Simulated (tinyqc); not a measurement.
Correction of a charged-defect supercell by a model charge and potential alignment (plane-averaged potentials). Inputs raised by 10 %, one at a time. Computed by tinyqc, a small Python program. Command: `OMP_NUM_THREADS=1 python tinyqc.py 3110415 3110416 out.jsonl align sens`. One thread of a shared host (Intel(R) Xeon(R) Processor @ 2.30GHz), about 0.02 s of CPU time with the checks.

The "true" defect charge is (1 - x) q in a Gaussian of width sigma plus x q in one of width sigma_t, so the exact answer is known; the correction sees only a single model Gaussian of width sigma_m. A Gaussian of width s has the transform rho(G) = exp(-G^2 s^2/2), normalised to 1. A uniform background cancels q, so G = 0 is left out. Potentials are those felt by a unit positive charge. E_0 is the formation energy of the isolated defect, E_cell its value in the supercell, E_lat = E_iso - E_per of the model charge, C the true less the model potential far from the defect; the exact correction is E_0 - E_cell, and the error of a scheme is E_cell plus its correction less E_0.

Inputs (values chosen for the exercise, with screening close to that of 4H-SiC):

| quantity | value | unit |
|---|---|---|
| defect charge q | 2 | e |
| dielectric constant eps | 9.39 | - |
| edge of the cubic cell L | 10.6 | angstrom |
| width sigma of the true defect charge | 1.1 | angstrom |
| width sigma_m of the model charge | 0.79 | angstrom |
| share x of the charge in a wide tail | 0.24 | - |
| width sigma_t of the tail | 2.3 | angstrom |
| formation energy of the isolated defect E_0 | 5.54 | eV |

Constants: e^2/(4 pi eps_0) = 14.39964548 eV angstrom.

Method:
- Periodic energy E_per = (2 pi q^2/(eps L^3)) (e^2/(4 pi eps_0)) sum_(G != 0) rho(G)^2/G^2, G = (2 pi/L)(n1, n2, n3), |n_i| <= 16. Isolated energy: two Gaussians of charges q_a, q_b and widths a, b interact by q_a q_b (e^2/(4 pi eps_0 eps)) sqrt(2/pi)/sqrt(a^2 + b^2), and the self-energy is half the sum over pairs.
- Supercell value E_cell = E_0 + E_per - E_iso for the true charge.
- E_lat = E_iso - E_per for the model charge; point-charge value alpha q^2 e^2/(4 pi eps_0 eps 2 L) with alpha = 2.837297.
- Plane-averaged potential at distance z from the defect: V(z) = (4 pi q/(eps L^3)) (e^2/(4 pi eps_0 e)) sum_(m != 0) rho(G_m) cos(G_m z)/G_m^2, G_m = 2 pi m/L, |m| <= 40.
- C = difference at z = L/2; E_corr = E_cell + E_lat - q C. For charges that have died out at L/2, C = (2 pi q/(eps L^3)) (e^2/(4 pi eps_0 e)) (<s^2> - sigma_m^2), <s^2> = (1 - x) sigma^2 + x sigma_t^2.

Runs:

| input moved | from | to | exact correction (eV) | E_lat (eV) | error without alignment (meV) | error with the point-charge term alone (meV) |
|---|---|---|---|---|---|---|
| base run | - | - | 0.75024 | 0.80075 | 50.514 | 70.710 |
| dielectric constant eps | 9.39 | 10.329 | 0.68203 | 0.72796 | 45.922 | 64.281 |
| edge of the cubic cell L (angstrom) | 10.6 | 11.66 | 0.69312 | 0.73114 | 38.018 | 53.191 |
| width sigma of the true defect charge (angstrom) | 1.1 | 1.21 | 0.74400 | 0.80075 | 56.755 | 76.950 |
| width sigma_m of the model charge (angstrom) | 0.79 | 0.869 | 0.75024 | 0.79651 | 46.273 | 70.710 |
| share x of the charge in a wide tail | 0.24 | 0.264 | 0.74709 | 0.80075 | 53.658 | 73.853 |

Exponents ln(y'/y) / ln(x'/x):

| input | exact correction | E_lat | error without alignment | error with the point-charge term alone |
|---|---|---|---|---|
| dielectric constant eps | -1.000 | -1.000 | -1.000 | -1.000 |
| edge of the cubic cell L | -0.831 | -0.954 | -2.982 | -2.987 |
| width sigma of the true defect charge | -0.088 | 0.000 | 1.222 | 0.887 |
| width sigma_m of the model charge | 0.000 | -0.056 | -0.920 | 0.000 |
| share x of the charge in a wide tail | -0.044 | 0.000 | 0.633 | 0.456 |

Among the inputs moved here: exact correction answers most in size to dielectric constant eps (exponent -1.000), next to edge of the cubic cell L (-0.831); its exponent is below 0.0005 for width sigma_m of the model charge. Its exponent -1.000 in dielectric constant eps: all terms are screened alike. E_lat answers most in size to dielectric constant eps (exponent -1.000), next to edge of the cubic cell L (-0.954); its exponent is below 0.0005 for width sigma of the true defect charge, share x of the charge in a wide tail. Error without alignment answers most in size to edge of the cubic cell L (exponent -2.982), next to width sigma of the true defect charge (+1.222). Error with the point-charge term alone answers most in size to edge of the cubic cell L (exponent -2.987), next to dielectric constant eps (-1.000); its exponent is below 0.0005 for width sigma_m of the model charge. Its exponent -2.987 in edge of the cubic cell L: the next term after the point charge.
